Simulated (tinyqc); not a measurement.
# Rigid-ion and shell models of the dielectric response of an ionic crystal, step by step

A worked calculation. Computed by tinyqc, a small Python program that keeps every step. Command: `OMP_NUM_THREADS=1 python tinyqc.py 3012922 3012923 out.jsonl shell walk`. One thread of a shared host (Intel(R) Xeon(R) Processor @ 2.30GHz), about 0.01 s of CPU time with the checks. Intermediate numbers are printed to about 6 digits and carried at full precision; extremes and crossings named in words are read from the listed rows.

Charges +Z and -Z; 8 nearest neighbours, Madelung constant M = 1.762675, volume per ion pair Omega = 1.539601 d^3. Energy per pair U = -M Z^2 e2/d + 8 A exp(-d/rho), e2 = e^2/(4 pi eps_0). In the shell model the anion is a core of charge Y - Z and a massless shell of charge -Y, joined by the spring k; the repulsion acts on the shell. Each ion feels the Lorentz field E + (4 pi/3) P (Gaussian units).

Inputs (values chosen for the exercise, for a model crystal):
```
quantity                       value           unit
nearest-neighbour distance d    2.13       angstrom
ionic charge Z                     2              e
hardness d/rho                  9.28              -
cation mass                      122              u
anion mass                      79.9              u
shell charge size Y             3.45              e
core-shell spring k              167  eV/angstrom^2
cation polarisability alpha_+   0.39     angstrom^3
film thickness t                 3.4             nm
```

Structure: caesium chloride.

Constants: e^2/(4 pi eps_0) = 14.39964548 eV angstrom; 1 eV/angstrom^3 = 160.2176634 GPa; nu for 1 eV/(angstrom^2 u) = 15.6333042 THz; 1 THz = 33.35640952 1/cm; eps_0 = 8.8541878128e-12 F/m; h x 1 THz = 4.135667696 meV.

## Equilibrium, bulk modulus and repulsive spring

Zero pressure fixes 8 A exp(-d/rho) = M Z^2 e2 rho/d^2. Then U = -(M Z^2 e2/d)(1 - rho/d), B = M Z^2 e2 (d/rho - 2)/(9 Omega d), and the spring of one sublattice against the other is R = (1/3) x (Laplacian of the repulsion summed over neighbours) = M Z^2 e2 (d/rho - 2)/(3 d^3), so R = 3 B Omega/d^2.

volume Omega = 14.8781 angstrom^3

lattice energy U = -42.5292 eV/pair

bulk modulus B = 415.199 GPa

repulsive spring R = 25.4950 eV/angstrom^2

## Rigid ions

With C = 4 pi Z^2 e2/(3 Omega): mu lambda_TO = R - C, mu lambda_LO = R + 2 C; eps_inf = 1 and eps_s = lambda_LO/lambda_TO. lambda in eV/(angstrom^2 u) gives the wavenumber 15.6333042 x 33.35640952 x sqrt(lambda); mu is the reduced mass.

Coulomb spring C = 16.2164 eV/angstrom^2

omega_TO, rigid ions = 228.606 1/cm

omega_LO, rigid ions = 571.200 1/cm

eps_s, rigid ions = 6.24312

## Shell model: electronic response

Eliminating the shell gives the anion polarisability alpha_- = Y^2 e2/(k + R), the Szigeti charge Z_S = Z - Y R/(k + R) and the softened spring R' = k R/(k + R). With b = 4 pi (alpha_+ + alpha_-)/(3 Omega): eps_inf = (1 + 2b)/(1 - b) (Clausius-Mossotti); Born charge Z* = Z_S (eps_inf + 2)/3.

anion polarisability alpha_- = 0.890370 angstrom^3

Szigeti charge Z_S = 1.54306 e

softened spring R' = 22.1183 eV/angstrom^2

b = 0.360477

eps_inf = 2.69099

Born charge Z* = 2.41284 e

Overlap pushes the shell back and lowers the effective charge to 77 % of Z; the local field then raises the Born charge to 121 % of Z.

## Shell model: lattice response

mu lambda_TO = R' - (4 pi e2/(3 Omega)) Z_S^2/(1 - b); mu lambda_LO = mu lambda_TO + 4 pi e2 Z*^2/(eps_inf Omega); eps_s = eps_inf lambda_LO/lambda_TO.

mu lambda_TO = 7.02430 eV/angstrom^2

omega_TO = 198.905 1/cm

omega_LO = 433.316 1/cm

eps_s = 12.7711

share of R' left after the dipole term = 0.317578

The dipole field cancels 68 % of the short-range spring: a soft TO mode and a high static constant go together.

## As a gate dielectric

Capacitance per area eps_0 eps_s/t; equivalent oxide thickness EOT = t x 3.9/eps_s; the surface optical mode against silicon (eps = 11.7) lies at omega_TO sqrt[(eps_s + 11.7)/(eps_inf + 11.7)], and its squared coupling to channel electrons scales as g = hbar omega_SO [1/(11.7 + eps_inf) - 1/(11.7 + eps_s)], with hbar omega = h c x wavenumber.

capacitance per area = 33.2583 fF/micrometre^2

equivalent oxide thickness = 1.03828 nm

surface optical mode = 259.375 1/cm

remote-phonon coupling g = 0.920485 meV

## From rigid to soft shells

The formulas are those given above.

Response against the core-shell spring:
```
k (eV/angstrom^2)  eps_inf      Z_S       Z*  omega_TO (1/cm)  omega_LO (1/cm)    eps_s
130                3.17353  1.43434  2.47353          197.586          413.652  13.9091
170                2.66295  1.55008  2.40931          198.982          434.646  12.7059
220                2.32500  1.64171  2.36680          199.900          452.776  11.9279
300                2.04339  1.72977  2.33138          200.662          471.676  11.2904
430                1.82525  1.80690  2.30394          201.250          489.610  10.8032
670                1.65489  1.87353  2.28252          201.708          506.304  10.4266
1300               1.51373  1.93364  2.26476          202.087          522.450  10.1172
5000               1.40678  1.98250  2.25131          202.373          536.430   9.8843
```

From the stiffest to the softest shell eps_inf rises from 1.41 to 3.17 and Z_S falls from 1.98 to 1.43; omega_LO moves by -23 % and omega_TO by -2.4 %. Screening by eps_inf cuts the LO frequency, which rigid ions overstate (rigid ions: 571 per cm); eps_s goes from 9.88 to 13.91.

Checks made by the program: TO spring by direct elimination of the shell from the 2 x 2 energy matrix (relative difference 2e-10); Szigeti's relation mu lambda_TO (eps_s + 2)/(eps_inf + 2) = R' (relative difference below 1e-10).
